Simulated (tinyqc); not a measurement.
Interband optics of a two-band s-p chain from momentum matrix elements: one step. Dielectric function from the table. Four cases, with inputs chosen for the exercise.

Question. Take the mean over the rows. Also eps(0) at eta = 0, and the effective electrons per cell n_eff = 2 mean(f).

With w(k) = |<c|W|v>|^2 and D(k) = Ec - Ev, on the mesh k_j = (j + 1/2)/N (2 pi/a): eps(E) = 1 + (8 pi e2/(a Ar)) mean_j (w/D^2) [1/(D - E - i eta) + 1/(D + E + i eta)], e2 = e^2/(4 pi eps0); light polarised along the chains, no local fields.

Constants: e^2/(4 pi eps0) = 14.39964547 eV angstrom; hbar^2/2m0 = 3.80998211 eV angstrom^2.

Give: eps(E); eps(0); n_eff.

Case 1.

Values chosen:
- a = 3.8 angstrom (period)
- Ar = 12.4 angstrom^2 (cross-section per chain)
- eta = 0.15 eV (Lorentzian half width)
- E = 3.49 eV (photon energy)

Transitions:
```
k (2 pi/a)    D (eV)  w (eV^2 angstrom^2)        f
0.083333    4.242177              9.21472  0.57013
0.250000    5.946192              1.31266  0.05794
0.416667    7.060689             14.08922  0.52374
```

Answer.

eps(E) = 3.165+0.341i
eps(0) = 1.855
n_eff = 0.768

On a mesh of 2000 points the values are 3.950+0.753i, 1.935 and 0.789. n_eff need not equal the 2 electrons of the cell: a two-orbital basis with chosen hoppings does not obey the sum rule of free electrons.

Case 2.

Values chosen:
- a = 4.17 angstrom (period)
- Ar = 7.9 angstrom^2 (cross-section per chain)
- eta = 0.15 eV (Lorentzian half width)
- E = 0.85 eV (photon energy)

Transitions:
```
k (2 pi/a)    D (eV)  w (eV^2 angstrom^2)        f
0.083333    4.089978             29.75643  1.90958
0.250000    7.767960             13.84922  0.46795
0.416667    7.099907            127.36511  4.70842
```

Answer.

eps(E) = 7.186+0.067i
eps(0) = 7.008
n_eff = 4.724

On a mesh of 2000 points the values are 28.260+1.142i, 25.539 and 7.019. n_eff need not equal the 2 electrons of the cell: a two-orbital basis with chosen hoppings does not obey the sum rule of free electrons.

Case 3.

Values chosen:
- a = 3.09 angstrom (period)
- Ar = 11.7 angstrom^2 (cross-section per chain)
- eta = 0.3 eV (Lorentzian half width)
- E = 0.92 eV (photon energy)

Transitions:
```
k (2 pi/a)    D (eV)  w (eV^2 angstrom^2)        f
0.041667    3.280136             34.67552  2.77465
0.125000    4.741688              5.00317  0.27694
0.208333    6.151980              0.53003  0.02261
0.291667    6.912931             10.03370  0.38096
0.375000    7.045920             27.54947  1.02625
0.458333    6.918268             43.61927  1.65485
```

Answer.

eps(E) = 5.502+0.208i
eps(0) = 5.246
n_eff = 2.045

On a mesh of 2000 points the values are 5.673+0.228i, 5.395 and 2.060. n_eff need not equal the 2 electrons of the cell: a two-orbital basis with chosen hoppings does not obey the sum rule of free electrons.

Case 4.

Values chosen:
- a = 2.74 angstrom (period)
- Ar = 10.7 angstrom^2 (cross-section per chain)
- eta = 0.2 eV (Lorentzian half width)
- E = 2.99 eV (photon energy)

Transitions:
```
k (2 pi/a)    D (eV)  w (eV^2 angstrom^2)        f
0.062500    3.597584              9.47399  0.69119
0.187500    4.769177              0.19238  0.01059
0.312500    5.547161              3.65834  0.17310
0.437500    5.684976             11.87612  0.54831
```

Answer.

eps(E) = 5.450+1.134i
eps(0) = 2.798
n_eff = 0.712

On a mesh of 2000 points the values are 5.942+1.645i, 2.849 and 0.717. n_eff need not equal the 2 electrons of the cell: a two-orbital basis with chosen hoppings does not obey the sum rule of free electrons. E lies within, or within 2 eta of, the range of transitions of the band (3.36 to 5.69 eV); their spacing on this mesh (up to 1.17 eV) exceeds eta, so eps(E) depends on where the few mesh points fall.

Computed by tinyqc, one run a case: `OMP_NUM_THREADS=1 python tinyqc.py N N+1 out.jsonl` with N = 1681704, 1681760, 1681825, 1682082; one thread of a shared Intel(R) Xeon(R) Processor @ 2.30GHz, about 0.02 s a run at most.
